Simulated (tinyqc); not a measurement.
Worked calculation: plane-wave Kohn-Sham cycle with exchange-only LDA in a layered model solid. One step of it, computed by the program tinyqc.

Problem. Iteration 1: Hamiltonian at one k. H(m,m') = (k + G_m)^2/2 delta + V(G_m - G_m'), with V(-G) = V(G).

A solid whose potential varies along x alone (atomic units):
```
parameter                      value
period a                    5.700000
cross-section of the cell  23.000000
electrons per cell                 2
grid points                       16
plane waves -n..n, n               2
k points                           1
V1 in V1 cos(2 pi x/a)     -0.650000
```

V(G_m), m = 0, 1, 2, ... (hartree): -0.244230  -0.325000  0.000000  0.000000  0.000000

k = 0.000000 2 pi / a

Give: H.

Solution.

H (hartree), lower triangle:
```
         -2       -1       +0       +1      +2
-2   2.1860
-1  -0.3250   0.3633
+0   0.0000  -0.3250  -0.2442
+1   0.0000   0.0000  -0.3250   0.3633
+2   0.0000   0.0000   0.0000  -0.3250  2.1860
```
